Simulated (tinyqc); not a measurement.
# Gated two-dimensional channel with two bands, quantum capacitance: effect of the gate voltage

phi is the Fermi level above the lowest band edge, in volts; Vg is counted from the gate voltage at which an empty channel would have phi = 0. The channel has no thickness; trap charge is -q Dit phi.

D1 = gv md m0 q/(pi hbar^2), D2 = g2 m2 m0 q/(pi hbar^2) per eV; n1 = D1 Vt ln(1 + exp(phi/Vt)), n2 = D2 Vt ln(1 + exp((phi - E2)/Vt)), n = n1 + n2; Cq = q dn/dphi = q [D1/(1 + exp(-phi/Vt)) + D2/(1 + exp((E2 - phi)/Vt))]. Cox = eps0 eox/tox; Vg = phi + q (n + Dit phi)/Cox. 1/C_G = 1/Cox + 1/(Cq + q Dit); dphi/dVg = Cox/(Cox + Cq + q Dit).

Inputs (values chosen for the exercise); lowest band close to that of monolayer MoS2:
```
symbol  value         unit                                                                 meaning
T         150            K                                                             temperature
eox       3.9               relative permittivity of the gate insulator (close to silicon dioxide)
tox       1.9           nm                                                     insulator thickness
md      0.504           m0                                                           in-plane mass
gv          2                                                                    valley degeneracy
m2       0.88           m0                           in-plane mass of a second band, chosen freely
g2          4                                        valley degeneracy of that band, chosen freely
E2       0.34           eV                                        second band edge above the first
Dit         0  cm^-2 eV^-1                                                        density of traps
```

Constants: q = 1.602176634e-19 C, kB = 1.380649e-23 J/K, hbar = 1.054571817e-34 J s, m0 = 9.1093837015e-31 kg, Vt = kB T/q, eps0 = 8.8541878128e-14 F/cm where lengths are in cm. Results are converted to the units shown.

The same in every row: Cox (uF/cm^2) = 1.8174.

Effect of the gate voltage:

| Vg (V) | phi (V) | n (cm^-2) | Cq (uF/cm^2) | C_G (uF/cm^2) | dphi/dVg | share of the second band (%) |
|---|---|---|---|---|---|---|
| -0.2 | -0.20000 | 1.0378e6 | 1.2864e-5 | 1.2863e-5 | 0.99999 | 1.3170e-9 |
| 0 | -0.033824 | 3.8369e11 | 4.5920 | 1.3021 | 0.28355 | 1.3645e-9 |
| 0.2 | -0.0079085 | 2.3584e12 | 23.723 | 1.6881 | 0.071160 | 1.6484e-9 |
| 0.4 | 0.0032531 | 4.5005e12 | 37.954 | 1.7344 | 0.045697 | 2.0485e-9 |
| 0.6 | 0.011371 | 6.6771e12 | 47.681 | 1.7507 | 0.036717 | 2.5875e-9 |
| 0.8 | 0.018239 | 8.8679e12 | 54.236 | 1.7585 | 0.032423 | 3.3144e-9 |
| 1 | 0.024467 | 1.1066e13 | 58.631 | 1.7628 | 0.030066 | 4.2999e-9 |
| 1.2 | 0.030329 | 1.3268e13 | 61.570 | 1.7653 | 0.028672 | 5.6442e-9 |
| 1.4 | 0.035971 | 1.5473e13 | 63.533 | 1.7669 | 0.027811 | 7.4884e-9 |
| 1.6 | 0.041474 | 1.7679e13 | 64.843 | 1.7679 | 0.027264 | 1.0032e-8 |

As Vg goes from -0.2 to 1.6, Cq rises from 1.29e-5 to 64.8 uF/cm^2, C_G/Cox rises from 7.08e-6 to 0.973 and n rises from 1.04e6 to 1.77e13 cm^-2. Cq is below Cox for Vg = -0.2; there the density of states limits the response dn/dVg more than the insulator does.

Computed by the program tinyqc: `OMP_NUM_THREADS=1 python tinyqc.py 2200151 2200152 out.jsonl`, one thread of a shared Intel Xeon 2.30GHz, about 0.01 s for the whole run.
